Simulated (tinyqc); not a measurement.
Order-disorder in a binary alloy on two sublattices: Bragg-Williams and pair (quasi-chemical) approximations: one step, computed by the program tinyqc.

All z = 6 neighbours of a site lie on the other sublattice. B fills the sublattices with x + eta/2 and x - eta/2; energies are per site, from the pure components: u = -z w y with y the probability of an A-B bond taken in one order.

Question. Energy, entropy and site fractions. a = x + eta/2, b = x - eta/2; u = -z w [x (1 - x) + eta^2/4]; s/k_B = [s2(a) + s2(b)]/2, s2(c) = -c ln c - (1 - c) ln(1 - c); gain on ordering = f(eta) - f(0), f = u - T s. Superlattice over fundamental intensity = [eta (f_B - f_A)/2]^2/[(1 - x) f_A + x f_B]^2.

Inputs (values chosen for the exercise, for a model alloy): ordering energy w = (e_AA + e_BB)/2 - e_AB = 15.3 meV; fraction x of B = 0.5; temperature T = 442 K.

Lattice: simple cubic (z = 6).

scattering factors f_A, f_B (electrons): 29  44

order parameter eta = 0.6644140

Constants: k_B = 8.617333262e-05 eV/K.

Give: B fraction on its own sublattice; B fraction on the A sublattice; energy u; entropy s; gain on ordering; intensity ratio.

Answer.

B fraction on its own sublattice = 0.83221

B fraction on the A sublattice = 0.16779

energy u = -33.081 meV/site

entropy s = 0.45237 k_B/site

gain on ordering = -0.96029 meV/site

intensity ratio = 0.018639

The antisite fraction is 0.1678; the dilute estimate exp(-z w/(k_B T)) gives 0.0898. Caution: T is near or above the T_c of the better pair approximation, so the true long-range order is lower than Bragg-Williams gives.
